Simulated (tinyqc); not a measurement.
Geometry optimisation on the unrestricted B3LYP (VWN-RPA form)/6-311g surface (energies and gradients from PySCF), for H2, spin multiplicity 3, step by step. Computed by tinyqc, a small Python program that keeps every step (integrals from PySCF). Settings: charge = 0, multiplicity = 3, basis = 6-311g, functional = b3lyp, optimiser = sd, first Hessian = 0.6, largest step = 0.3, iteration cap = 30. Command: `OMP_NUM_THREADS=1 python tinyqc.py 23298 23299 out.jsonl` (the two numbers bound the seeds that draw the settings). One thread of a shared host (Intel(R) Xeon(R) Processor @ 2.60GHz), about 8 s of CPU time with the checks.

positions at the start (bohr), order 1H, 2H:
$$\begin{pmatrix}
0.0000 & 0.0000 & 0.0000 \\
0.0000 & 0.0000 & 1.2397
\end{pmatrix}$$

Stop when the largest gradient component is below 3e-5 hartree/bohr.

Course of the optimisation:
```
step  E (hartree)  largest gradient (hartree/bohr)
1       -0.730498                         3.71e-01
2       -0.843900                         1.94e-01
3       -0.907991                         1.16e-01
4       -0.944208                         7.39e-02
5       -0.960007                         5.52e-02
6       -0.969116                         4.42e-02
7       -0.975087                         3.70e-02
8       -0.979316                         3.18e-02
9       -0.982473                         2.79e-02
10      -0.984922                         2.48e-02
11      -0.986877                         2.24e-02
12      -0.988474                         2.04e-02
13      -0.989804                         1.87e-02
14      -0.990928                         1.73e-02
15      -0.991891                         1.61e-02
16      -0.992725                         1.50e-02
17      -0.993454                         1.41e-02
18      -0.994097                         1.33e-02
19      -0.994668                         1.25e-02
20      -0.995179                         1.19e-02
21      -0.995638                         1.13e-02
22      -0.996053                         1.08e-02
23      -0.996430                         1.03e-02
24      -0.996775                         9.83e-03
25      -0.997090                         9.42e-03
26      -0.997380                         9.04e-03
27      -0.997647                         8.70e-03
28      -0.997894                         8.38e-03
29      -0.998124                         8.08e-03
30      -0.998338                         7.80e-03
```

Can the last value be used, and what does the course show?

Not by the stop rule. Not converged within 30 steps: the energy falls at every step, but slowly. Reruns: method bfgs, first Hessian 0.6, largest step 0.3: converged in 20 (E = -1.00429).
